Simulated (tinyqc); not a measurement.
Double-gate transistor, scale length and short-channel effects: two steps of the calculation.

A body of thickness ts between two insulators of thickness ti and two tied gates. Below threshold the potential that source and drain add obeys Laplace's equation and vanishes on the gate. Its lowest mode decays along the channel as exp(-k y); k is the smallest positive root of the matching condition at the interface, and the scale length is Lambda = pi/k.

Inputs (values chosen for the exercise); permittivities: semiconductor close to that of silicon, insulator close to that of silicon dioxide:
```
symbol  value  unit                                     meaning
T         300     K                                 temperature
eps_r    11.9        relative permittivity of the semiconductor
ei       3.91            relative permittivity of the insulator
ti       0.62    nm                         insulator thickness
ts       10.3    nm                              body thickness
L          41    nm                              channel length
Vbi      0.87     V                     potential of the source
sT        0.5     V   potential of the barrier top at threshold
VTL      0.33     V                      long-channel threshold
m           1                          long-channel body factor
Vds       0.5     V                               drain voltage
```

Constants: q = 1.602176634e-19 C, kB = 1.380649e-23 J/K, Vt = kB T/q. Results are converted to the units shown.

Question 1. Scan of the matching condition. f(k) = ei cos(k ti) cos(k ts/2) - eps_r sin(k ti) sin(k ts/2).

| point | k (1/nm) |
|---|---|
| 0 | 0.0425 |
| 1 | 0.085 |
| 2 | 0.1275 |
| 3 | 0.17 |
| 4 | 0.2125 |
| 5 | 0.255 |
| 6 | 0.2975 |
| 7 | 0.34 |

Give: f(k).

Answer 1.

| point | f(k) |
|---|---|
| 0 | 3.7473 |
| 1 | 3.2707 |
| 2 | 2.5136 |
| 3 | 1.5296 |
| 4 | 0.3884 |
| 5 | -0.8283 |
| 6 | -2.0323 |
| 7 | -3.1349 |

The first change of sign lies between k = 0.2125 and 0.255 1/nm.

Question 2. Threshold shift, barrier position and swing. Along the channel psi(y) = s + a exp(y/l) + b exp(-y/l) with psi(0) = Vbi, psi(L) = Vbi + Vds and l = 1/k = Lambda/pi; with A = Vbi - s, B = A + Vds, x = exp(-L/l): a = (B - A x) x/(1 - x^2), b = (A - B x)/(1 - x^2). The minimum is s + 2 sqrt(a b), at y = (l/2) ln(b/a). The long-channel potential follows the gate as s = sT + (Vg - VTL)/m, and the threshold VT is the gate voltage at which the minimum equals sT. Swing = m Vt ln 10/g at threshold, g = d(minimum)/ds = 1 - (b x + a)/((1 + x) sqrt(a b)).

l = 4.4206830 nm

Wanted: s at threshold; a; b; position of the minimum; VT; swing.

Answer 2.

s at threshold = 0.48878 V
a = 8.2636e-5 V
b = 0.38114 V
position of the minimum = 18.648 nm
VT = 0.31878 V
swing = 60.809 mV/decade

The threshold lies 11.2 mV below the long-channel value, and the barrier top sits at 0.45 L from the source.

tinyqc, about 0.01 s, one thread, Intel Xeon 2.30GHz (shared host): `OMP_NUM_THREADS=1 python tinyqc.py 2420041 2420042 out.jsonl`
